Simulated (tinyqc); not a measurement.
The pair band in time: hydrogenic impurity: series, fields, screening, photoionisation and donor-acceptor pairs. Computed by tinyqc, a small Python program. Command: `OMP_NUM_THREADS=1 python tinyqc.py 3004531 3004532 out.jsonl hydrogenic walk`. One thread of a shared host (Intel(R) Xeon(R) Processor @ 2.30GHz), about 0.01 s of CPU time with the checks.

One isotropic, parabolic band. Effective units: Ry* and a*, in which H = -nabla^2 - 2/r.

Inputs (values chosen for the exercise, modelled on ZnO): electron mass m = 0.28 m_0; dielectric constant eps = 7.98; donor density N = 7.1e+18 cm^-3; gap E_g = 3.48 eV; acceptor depth E_A = 203 meV; rate prefactor W_0 = 3.5e+06 1/s.

Parts treated: electric field and pairs.

Constants: Ry = 13.605693123 eV; a_0 = 0.529177210903 angstrom; h x 1 THz = 4.135667696 meV; e^2/(4 pi eps_0) = 14.39964548 eV angstrom.

Method:
- Ry* = Ry m/eps^2, a* = a_0 eps/m; level n is bound by Ry*/n^2; <r> = (3/2) a* in 1s; lines 1s -> np at Ry* (1 - 1/n^2); 1 THz = 4.135667696 meV.
- Wigner-Seitz radius r_s = (3/(4 pi N))^(1/3); Mott criterion N_c^(1/3) a* = 0.26; overlap of two 1s orbitals at distance d: S = exp(-x)(1 + x + x^2/3), x = d/a*, with d = N^(-1/3).
- No-phonon line h nu(r) = E_g - Ry* - E_A + e^2/(4 pi eps_0 eps r); rate W(r) = W_0 exp(-2 r/a*), the donor being the shallower centre; lifetime 1/W; zero field.
- At delay t after a pulse the emission comes mostly from pairs with W(r) t = 1, so r = (a*/2) ln(W_0 t).

a* = 15.0816 angstrom

Ry* = 59.8237 meV

r_s = 32.2763 angstrom

Dominant pairs:
```
delay (s)  r (angstrom)  Coulomb term (meV)  photon energy (eV)
1.00e-04          44.17              40.850              3.2580
1.00e-03          61.54              29.323              3.2465
1.00e-02          78.90              22.870              3.2400
1.00e-01          96.26              18.745              3.2359
1.00e+00         113.63              15.881              3.2331
1.00e+01         130.99              13.776              3.2310
1.00e+02         148.35              12.163              3.2293
```

What does the comparison show, and why?

Over six decades of delay the band moves down by 28.69 meV, since close pairs, which emit at higher energy, decay first; the shift per decade shrinks from 11.53 to 1.61 meV. At the donor density N = 7.1e+18 cm^-3 pairs as wide as in the last rows are rare, so those rows are formal. Caution: N lies above the Mott density, where the levels of isolated donors have no meaning.
